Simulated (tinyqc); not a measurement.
Ellipsometry and reflectance of a transparent film on an absorbing substrate: two steps of the calculation.

Air (index 1), film, substrate with N2 = n2 - i k2; time factor exp(+i w t). q_j = sqrt(N_j^2 - sin^2 th), root with positive real part. Fresnel coefficients r_s = (q_a - q_b)/(q_a + q_b), r_p = (N_b^2 q_a - N_a^2 q_b)/(N_b^2 q_a + N_a^2 q_b). tan(Psi) exp(i Delta) = R_p/R_s, Delta taken from 0 to 360 degrees.

Inputs (values chosen for the exercise); indices close to those of silicon nitride on silicon:
```
symbol,value,unit,meaning
lam,632.8,nm,wavelength
th,65,degrees,angle of incidence
n1,2.036,,index of the transparent film
d,1.1,nm,film thickness
n2,3.882,,index of the substrate
k2,0.019,,extinction coefficient of the substrate
```

Problem 1. Interface coefficients and thickness period. q0, q1, q2 and the coefficients r01 and r12 for p and s; the results repeat in d with the period lam/(2 q1).

Wanted: q0; q1; q2; r01,p; r01,s; r12,p; r12,s; period.

Solution 1.

q0 = 0.4226
q1 = 1.823
q2 = 3.775-0.020i
r01,p = -0.01994
r01,s = -0.6236
r12,p = 0.2743-0.0021i
r12,s = -0.3486+0.0023i
period = 173.5 nm

Problem 2. Psi, Delta and reflectances. beta = 2 pi d q1/lam, X = exp(-2 i beta), R = (r01 + r12 X)/(1 + r01 r12 X) for p and s.

q1 = 1.8231572
r01,p = -0.019938103
r01,s = -0.62363267
r12,p = 0.27428464-0.00213262i
r12,s = -0.34863406+0.00227366i

Give: beta; X; R_p; R_s; Psi; Delta; |R_p|^2; |R_s|^2.

Solution 2.

beta = 0.019913 rad
X = 0.99921-0.03981i
R_p = 0.25544-0.01319i
R_s = -0.79853+0.00666i
Psi = 17.760 degrees
Delta = 177.52 degrees
|R_p|^2 = 0.065422
|R_s|^2 = 0.63770

The bare substrate gives Psi = 17.76 and Delta = 179.58 degrees.

Computed by the program tinyqc: `OMP_NUM_THREADS=1 python tinyqc.py 2870190 2870191 out.jsonl`, one thread of a shared Intel Xeon 2.30GHz, about 0.01 s for the whole run.
